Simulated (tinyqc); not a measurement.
X-ray photoelectron analysis of a thin oxide on a semiconductor: attenuation lengths, thickness, angle series and band offsets: one step, computed by the program tinyqc. Command: `OMP_NUM_THREADS=1 python tinyqc.py 3114012 3114013 out.jsonl xps walk`. One thread of a shared host (Intel(R) Xeon(R) Processor @ 2.30GHz), about 0.01 s of CPU time with the checks.

The same element is seen in the oxide and in the substrate, at nearly the same kinetic energy; films are flat and uniform, and the work function is ignored.

Problem. Band offsets by core levels. Valence band offset = (E_core - E_v)(substrate) - (E_core - E_v)(oxide) + (core level separation at the interface, oxide less substrate). The separation is made here from the given offset; a uniform field F that raises the binding energy towards the surface shifts the oxide peak by e F <z>, <z> = d/(1 - exp(-x)) - d/x, x = d/(L_o cos theta), being the mean distance from the interface. Conduction band offset = oxide gap - substrate gap - valence band offset.

Inputs (values chosen for the exercise, modelled on SiO2 on silicon):
```
quantity,value,unit
oxide gap,9.01,eV
substrate gap,1.12,eV
oxide thickness d,4.9,nm
valence band offset used to make the data,4.67,eV
"core level less valence band top, substrate",98.95,eV
"core level less valence band top, thick oxide",98.73,eV
field in the oxide,1.1,MV/cm
```

d/(L_o cos theta) = 2.345974

Give: separation without field; <z>; separation with field; apparent valence band offset; true conduction band offset; apparent conduction band offset.

Solution.

separation without field = 4.45 eV

<z> = 3.330 nm

separation with field = 4.816 eV

apparent valence band offset = 5.036 eV

true conduction band offset = 3.22 eV

apparent conduction band offset = 2.854 eV

The field biases both offsets by 0.37 eV, in opposite directions.
